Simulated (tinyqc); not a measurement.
Strain-driven roughening and islands of a mismatched epitaxial film. From one set of inputs to another, one input at a time. Computed by tinyqc, a small Python program. Command: `OMP_NUM_THREADS=1 python tinyqc.py 3022944 3022945 out.jsonl island ladder`. One thread of a shared host (Intel(R) Xeon(R) Processor @ 2.30GHz), about 0.01 s of CPU time with the checks.

Film and substrate share isotropic elastic constants; the film is coherent and biaxially strained.

The inputs printed are set A. Set A is modelled on InAs on InP; the values taken over come from a set modelled on GaN on AlN. Inputs not listed in the table keep their values of set A, so the rows need not describe a real material.

Inputs (values chosen for the exercise, modelled on InAs on InP):

| quantity | value | unit |
|---|---|---|
| misfit \|f\| | 0.0323 | - |
| shear modulus G | 30.5 | GPa |
| Poisson ratio nu | 0.32 | - |
| surface energy gamma | 0.717 | J/m^2 |
| contact angle of the shallow shape theta_1 | 11.7 | degrees |
| contact angle of the steep shape theta_2 | 29.7 | degrees |
| facet energy of shape 1 over gamma | 1.002 | - |
| facet energy of shape 2 over gamma | 1.009 | - |
| surface mobility D_s nu_s Omega^2/(k_B T) | 2e-34 | m^6/(J s) |

Transport: surface diffusion.

Constants: e = 1.602176634e-19 C.

Method:
- M = 2 G (1 + nu)/(1 - nu); stress = M f; energy density w = M f^2.
- A ripple A cos(k x) has the surface chemical potential per volume [gamma k^2 - 2 (1 + nu) w k] A cos(k x), so k_c = 2 (1 + nu) w/gamma. With surface diffusion the amplitude grows at the rate q = B k^2 [2 (1 + nu) w k - gamma k^2], fastest at k_m = (3/4) k_c. B is the surface mobility.
- Shallow faceted island (Tersoff form): E = 4 Gam V^(2/3) tan^(1/3)(theta) - 6 c V tan(theta), Gam = gamma [x/sin(theta) - 1/tan(theta)], x the facet energy over gamma, c = stress^2 (1 - nu)/(2 pi G).
- The barrier is the maximum of E, at V_c = [4 Gam/(9 c)]^3 / tan^2(theta) (1 GPa nm = 1 J/m^2).

Each row keeps all changes above it:

| input moved | from | to | fastest wavelength (nm) | growth time 1/q at k_m (s) | critical volume, shape 1 (nm^3) |
|---|---|---|---|---|---|
| set A | - | - | 18.418 | 1.5445e+00 | 7.65 |
| surface energy gamma (J/m^2) | 0.717 | 1.71 | 43.925 | 2.0952e+01 | 103.71 |
| facet energy of shape 2 over gamma | 1.009 | 1.02 | 43.925 | 2.0952e+01 | 103.71 |
| surface mobility D_s nu_s Omega^2/(k_B T) (m^6/(J s)) | 2e-34 | 8.9e-33 | 43.925 | 4.7082e-01 | 103.71 |
| misfit \|f\| | 0.0323 | 0.024 | 79.560 | 5.0674e+00 | 616.28 |
| shear modulus G (GPa) | 30.5 | 114 | 21.286 | 2.5964e-02 | 11.80 |
| Poisson ratio nu | 0.32 | 0.2 | 30.301 | 1.0662e-01 | 34.05 |
| contact angle of the shallow shape theta_1 (degrees) | 11.7 | 8.57 | 30.301 | 1.0662e-01 | 31.29 |

Where does the difference come from?

Fastest wavelength goes from 18.4 to 30.3, a factor 1.65 in all. The largest single move comes from shear modulus G (a factor 0.268), but it runs against the net change; the largest move in the direction of the net change is surface energy gamma (a factor 2.38). Growth time 1/q at k_m goes from 1.54 to 0.107, a factor 0.0690 in all. The largest single move comes from shear modulus G (a factor 0.00512), and surface energy gamma works against it (a factor 13.6). Critical volume, shape 1 goes from 7.65 to 31.3, a factor 4.09 in all. The largest single move comes from shear modulus G (a factor 0.0192), but it runs against the net change; the largest move in the direction of the net change is surface energy gamma (a factor 13.6). The single moves hold for this order of the switches; the total does not depend on the order.

Extremes, crossings and ranges named in words are read from the listed rows.
